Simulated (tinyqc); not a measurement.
Hot electrons in a saturated n-channel MOSFET, lucky-electron model: two steps of the calculation.

Beyond pinch-off the lateral field grows as Esat cosh(y/l) over the velocity-saturated region (pseudo-two-dimensional model). Impact ionisation in this region gives the substrate current, which biases the body forward through Rsub. Currents are per width. Local-field laws: they overstate ionisation when the field peak is narrower than an energy relaxation length.

Inputs (values chosen for the exercise); values close to those of silicon n-channel devices:
```
symbol,value,unit,meaning
L,0.5,um,channel length
tox,13,nm,oxide thickness
xj,190,nm,junction depth
mu,380,cm^2/(V s),effective mobility
vs,8.4e6,cm/s,saturation velocity
lm,9.6,nm,hot-electron mean free path
pb,3.2,V,oxide barrier
Cg,0.0011,,prefactor of the gate current
m,2.9,,lifetime exponent
Hl,32000,s uA/um,lifetime constant
```

Constants: eps0 = 8.8541878128e-14 F/cm where lengths are in cm. Results are converted to the units shown.

Question 1. Length and field scales. Cox = 3.9 eps0/tox, l = sqrt(3 tox xj), Esat = 2 vs/mu.

Give: Cox; l; Esat; Esat L.

Answer 1.

Cox = 0.2656 uF/cm^2
l = 86.08 nm
Esat = 0.04421 MV/cm
Esat L = 2.211 V

Question 2. Gate current, lifetime and channel shortening. Ig = Cg Id exp(-pb/(lm Em)); lifetime tau = (Hl/Id)(Isub/Id)^(-m); length of the saturated region dL = l ln[(dV/l + Em)/Esat]. 1 year = 3.15576e7 s.

Id = 114.34046 uA/um
dV = 2.5814565 V
Em = 0.30312701 MV/cm
Isub = 0.72122373 uA/um
l = 86.081357 nm
Esat = 0.044210526 MV/cm

Wanted: Isub/Id; Ig; tau; dL.

Answer 2.

Isub/Id = 0.0063077
Ig = 2.1080 pA/um
tau = 21.292 years
dL = 224.93 nm

The lifetime exceeds ten years.

Computed by the program tinyqc: `OMP_NUM_THREADS=1 python tinyqc.py 2550013 2550014 out.jsonl`, one thread of a shared Intel Xeon 2.30GHz, about 0.01 s for the whole run.
